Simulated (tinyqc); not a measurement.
Minimum-mode following (dimer method) and harmonic rate on a two-dimensional model surface: one step, computed by the program tinyqc. Command: `OMP_NUM_THREADS=1 python tinyqc.py 3026704 3026705 out.jsonl dimer walk`. One thread of a shared host (Intel(R) Xeon(R) Processor @ 2.30GHz), about 0.01 s of CPU time with the checks.

V(x, y) = -A (cos kx + cos ky) - B cos kx cos ky + (C sin ky + S sin kx)(1 - cos kx), k = 2 pi/a; the atom hops from the minimum at (0, 0) to that at (a, 0).

Question. Stationary points. Newton steps x(new) = x - H^-1 grad V (moves limited to 0.3 angstrom) from (0, 0), (a, 0) and (a/2, 0) give the two minima and the saddle.

Inputs (values chosen for the exercise, for a model surface): amplitude A = 0.12 eV; amplitude B = 0.036 eV; skew C = 0.041 eV; asymmetry S = 0.0064 eV; period a = 3.3 angstrom.

Surface: adatom on a square lattice.

Give: positions; energies; barrier from the start.

Answer.

positions (angstrom), rows start, end, saddle, columns x, y:
$$\begin{pmatrix}
0.000 & 0.000 \\
3.300 & 0.000 \\
1.593 & -0.405
\end{pmatrix}$$

energies (eV): start -0.2760, end -0.2760, saddle 0.0033

barrier from the start = 0.2793 eV
